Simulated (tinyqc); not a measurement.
# Leakage currents through a thin dielectric, step by step

A worked calculation. Computed by tinyqc, a small Python program that keeps every step. Command: `OMP_NUM_THREADS=1 python tinyqc.py 3006828 3006829 out.jsonl leak walk`. One thread of a shared host (Intel(R) Xeon(R) Processor @ 2.30GHz), about 0.01 s of CPU time with the checks. Intermediate numbers are printed to about 6 digits and carried at full precision; extremes and crossings named in words are read from the listed rows.

Electrons leave an electrode with Fermi energy E_F above its band bottom; barriers are counted from the Fermi level, and both electrodes are alike.

Inputs (values chosen for the exercise, modelled on SiO2):
```
quantity,value,unit
barrier height phi_B,3.11,eV
tunnelling mass m,0.43,m_0
static permittivity k,3.99,-
optical permittivity k_o,2.2,-
trap depth phi_t,1.7,eV
Poole-Frenkel prefactor sigma_0,1e-08,S/cm
thickness t,1.7,nm
electrode Fermi energy E_F,6,eV
electrode mass m_e,0.5,m_0
voltage V,0.71,V
temperature T,358,K
```

Stack: single layer.

Constants: m_0 = 9.1093837015e-31 kg; e = 1.602176634e-19 C; hbar = 1.054571817e-34 J s; k_B = 8.617333262e-05 eV/K; k_B = 1.380649e-23 J/K; eps_0 = 8.8541878128e-12 F/m; h = 6.62607015e-34 J s.

## Fields

Field F = V/t; equivalent oxide thickness 3.9 t/k.

field F = 4.17647 MV/cm

equivalent oxide thickness = 1.66165 nm

## Transmission at the Fermi level

WKB: a layer of mass m, field F and barrier b(x) = b_0 - e F x gives the exponent (4 sqrt(2 m)/(3 hbar e F)) [b_0^(3/2) - max(b_0 - e F t, 0)^(3/2)] for b_0 > 0; b_0 = barrier - (E - E_F); the transmission is D(E) = exp(-sum of exponents), without image force.

exponent of the dielectric = 18.9457

transmission D(E_F) = 5.91536e-09

At E_F the barrier of the dielectric is trapezoidal (direct tunnelling).

## Tunnel current

Tsu-Esaki: J = (e m_e k_B T/(2 pi^2 hbar^3)) int D(E) ln[(1 + exp((E_F - E)/k_B T))/(1 + exp((E_F - eV - E)/k_B T))] dE over the normal energy E (its change with the mass at an interface is neglected) from max(0, E_F - 3 eV) to E_F + largest barrier, by 100 Gauss-Legendre points in each part, split at E_F - 0.3 eV (if inside the range) and E_F + 8 k_B T. The mean energy weights E - E_F by the integrand.

tunnel current density = 4.18596 A/cm^2

mean energy of the current above E_F = -0.554262 eV

The current flows close to or below E_F.

## Thermal currents

Schottky emission J = A T^2 exp(-(phi_B - sqrt(e^3 F/(4 pi k_o eps_0)))/k_B T), A = 4 pi e m k_B^2/h^3 with the tunnelling mass; Poole-Frenkel J = sigma_0 F exp(-(phi_t - sqrt(e^3 F/(pi k_o eps_0)))/k_B T); both use the field F of the dielectric.

Schottky lowering = 0.522841 eV

Poole-Frenkel lowering = 1.04568 eV

Schottky current density = 2.51226e-30 A/cm^2

Poole-Frenkel current density = 2.56788e-11 A/cm^2

The Poole-Frenkel lowering is twice the Schottky one, because the charge of a trap is fixed while an image charge moves with the electron.

## Which mechanism rules?

The formulas are those given above.

Current densities (A/cm^2):
```
V (V),F (MV/cm),tunnelling,Schottky,Poole-Frenkel
0.14,0.82353,0.67150,2.03287e-34,3.31536e-20
0.25,1.47059,1.22163,2.55438e-33,9.34751e-18
0.35,2.05882,1.75520,1.61247e-32,5.21478e-16
0.50,2.94118,2.64827,1.64583e-31,7.76118e-14
0.60,3.52941,3.32976,6.39614e-31,1.40661e-12
0.71,4.17647,4.18596,2.51226e-30,2.56788e-11
0.85,5.00000,5.48544,1.23910e-29,7.47849e-10
1.10,6.47059,8.64195,1.58925e-28,1.59207e-07
```

The largest current is tunnelling from 0.140 to 1.10 V. Over the table tunnelling grows by 1.1 decades, Schottky by 5.9 and Poole-Frenkel by 12.7. A plot of ln(J/F) against sqrt(F) for the Poole-Frenkel column has the slope 16.59 per sqrt(MV/cm), from which k_o follows; reading it as Schottky emission would give about k_o/4.

Checks made by the program: energy integral against adaptive quadrature (relative difference below 1e-10).
